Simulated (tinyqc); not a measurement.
Hopping conduction between localised states. Changing the localisation length xi. Computed by tinyqc, a small Python program. Command: `OMP_NUM_THREADS=1 python tinyqc.py 3015264 3015265 out.jsonl hop sweep`. One thread of a shared host (Intel(R) Xeon(R) Processor @ 2.30GHz), about 0.01 s of CPU time with the checks.

Energies are counted from the Fermi level. A small network shows the mechanism; the laws of an infinite system follow.

Inputs (values chosen for the exercise, for a model impurity band):
```
quantity                                    value          unit
density of states g_0                     6.7e+20   1/(eV cm^3)
permittivity eps                              9.1             -
activation energy E_a to extended states     0.07            eV
prefactor of activated conduction              15          S/cm
prefactor of hopping                        0.046          S/cm
conductance scale G_0                           1  microsiemens
temperature T                                  79             K
```

Dimension: 3D.

sites of the small network (nm, nm, meV):
```
      x     y  energy
1     0   0.1    0.89
2   1.1  0.26    1.92
3  1.55  0.58     0.9
4  3.04     1    0.45
5  3.42  1.18   -3.25
6  4.49  0.07   -2.57
7   5.6  0.54   -0.83
```

Constants: k_B = 8.617333262e-05 eV/K; e^2/(4 pi eps_0) = 14.39964548 eV angstrom.

Method:
- Miller-Abrahams exponent s_ij = 2 r_ij/xi + (|E_i| + |E_j| + |E_i - E_j|)/(2 k_B T); G_ij = G_0 exp(-s_ij). The diagonal is set to 0 and not used.
- Site 1 is held at potential 1 and site 7 at 0; Kirchhoff's law sum_j G_ij (u_i - u_j) = 0 fixes the others; G = sum_j G_1j (1 - u_j). G_ij = G_0 exp(-s_ij).
- Mott: T_M = 21.2/(k_B g_0 xi^3), exponent (T_M/T)^(1/4), mean hop r = (3/8) xi times the exponent. Efros-Shklovskii: T_ES = 2.8 e^2/(4 pi eps eps_0 k_B xi), exponent (T_ES/T)^(1/2). Coulomb gap width g_0^(1/2) (e^2/(4 pi eps eps_0))^(3/2). The numerical coefficients come from percolation theory and are given.
- sigma = s_1 exp(-E_a/k_B T) + s_2 exp(-larger of the two exponents); reduced activation energy w = d ln(sigma)/d ln(T) by a central difference of +/- 1 %.

One run for each value:
```
localisation length xi (nm)  hopping part (S/cm)  -ln(G/G_0)     T_M (K)  T_ES (K)
0.23                                  7.3408e-13      14.366  3.0179e+07     22355
0.31                                  1.0750e-10      10.888  1.2325e+07     16586
0.41                                  4.6148e-09       8.455  5.3277e+06     12540
0.55                                  1.1170e-07       6.528  2.2070e+06      9348
0.73                                  1.3250e-06       5.105  9.4389e+05      7043
0.98                                  1.0522e-05       3.938  3.9013e+05      5246
1.30                                  3.8893e-05       3.025  1.6713e+05      3955
1.70                                  9.4535e-05       2.299  7.4738e+04      3024
```

Over the rows, hopping part (S/cm) rises from 7.34e-13 to 9.45e-5 (exponent d ln y / d ln x 17 between the first rows and 3.3 between the last); -ln(G/G_0) falls from 14.4 to 2.30 (exponent d ln y / d ln x -0.93 between the first rows and -1.0 between the last); T_M (K) falls from 3.02e7 to 74700 (exponent d ln y / d ln x about -3.0 throughout). The exponent of T_M stays at -3: T_M = 21.2/(k_B g_0 xi^3).
